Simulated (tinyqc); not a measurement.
p-i-n power rectifier, conductivity modulation at high injection: two steps of the calculation.

A drift layer from x = -d to d (2 d = W) between ideal p+ and n+ emitters (no recombination in them). High injection, n = p, ambipolar diffusion with one lifetime; both mobilities scale as (T/300 K)^(-bt).

Parameters, values chosen for the exercise; bulk values close to those of 4H silicon carbide: temperature T = 300 K; drift mobility at 300 K mud = 784 cm^2/(V s); temperature exponent of the drift mobility bt = 2.5; hole mobility at 300 K mup = 105 cm^2/(V s); band gap Eg = 3.16 eV; conduction-band density of states at T Nc = 1.7e19 cm^-3; valence-band density of states at T Nv = 2.5e19 cm^-3; forward current density J = 20 A/cm^2; high-level lifetime tau = 1.2e-5 s.

Constants: q = 1.602176634e-19 C, kB = 1.380649e-23 J/K, Vt = kB T/q. Results are converted to the units shown.

Question 1. Carrier profile. Da = 2 mun mup Vt/(mun + mup), La = sqrt(Da tau), B = (mun - mup)/(mun + mup) with mun = mud (T/300 K)^(-bt), mup likewise; n(x) = (tau J/(2 q La)) [cosh(x/La)/sinh(d/La) - B sinh(x/La)/cosh(d/La)]. 10 equal steps.

W = 157.85980 um

Wanted: Da; La; B; x; n.

Answer 1.

Da = 4.788 cm^2/s
La = 75.80 um
B = 0.7638

```
point  x (um)  n (cm^-3)
0      -78.93   1.857e17
1      -63.14   1.532e17
2      -47.36   1.273e17
3      -31.57   1.070e17
4      -15.79   9.136e16
5        0.00   7.969e16
6       15.79   7.148e16
7       31.57   6.639e16
8       47.36   6.419e16
9       63.14   6.478e16
10      78.93   6.819e16
```

d/La = 1.04.

Question 2. Forward voltage and stored charge. Ohmic drop: integral of J/(q (mun + mup) n); diffusion (Dember) drop Vt B ln(n(-d)/n(d)); both junctions together Vt ln(n(-d) n(d)/ni^2), ni = sqrt(Nc Nv) exp(-Eg/(2 Vt)), Eg in volts; V_F = the sum; stored charge q times the integral of n. Trapezoid rule; mun and mup scale as (T/300 K)^(-bt).

```
point      x (um)     n (cm^-3)
0      -78.929899  1.8569059e17
1      -63.143919  1.5317174e17
2      -47.357939  1.2732067e17
3      -31.571960  1.0701205e17
4      -15.785980  9.1361833e16
5        0.000000  7.9688727e16
6       15.785980  7.1484588e16
7       31.571960  6.6392278e16
8       47.357939  6.4190121e16
9       63.143919  6.4782255e16
10      78.929899  6.8194455e16
```

B = 0.76377953

Wanted: ohmic drop; diffusion drop; junction drops; V_F; stored charge.

Answer 2.

ohmic drop = 0.026004 V
diffusion drop = 0.019779 V
junction drops = 2.8906 V
V_F = 2.9364 V
stored charge = 240.87 uC/cm^2

Numbers from tinyqc (`OMP_NUM_THREADS=1 python tinyqc.py 2230054 2230055 out.jsonl`; about 0.01 s on one thread of a shared Intel Xeon 2.30GHz).
